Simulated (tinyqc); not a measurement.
Estimate of lattice thermal conductivity from elastic moduli (Slack, Klemens and Cahill formulas): one step, computed by the program tinyqc.

An isotropic solid.

Problem. Conductivity of the perfect crystal. Slack, an estimate for T near or above Theta_a: kappa = A M Theta_a^3 delta n^(1/3)/(gamma^2 T) in W/(m K), with M in u, delta = V^(1/3) in angstrom, Theta_a = Theta n^(-1/3) and A = 2.43e-6/(1 - 0.514/gamma + 0.228/gamma^2).

Inputs (values chosen for the exercise, for a model crystal):

| quantity | value | unit |
|---|---|---|
| volume per atom V | 22 | angstrom^3 |
| mean atomic mass M | 62.3 | u |
| atoms per primitive cell n | 4 | - |
| temperature T | 300 | K |

Grueneisen parameter: from thermal expansion.

Debye temperature Theta = 330.1711 K

Grueneisen parameter gamma = 1.271273

Give: acoustic Debye temperature Theta_a; A; kappa of the perfect crystal.

Solution.

acoustic Debye temperature Theta_a = 208.0 K

A = 3.298e-06

kappa of the perfect crystal = 16.96 W/(m K)
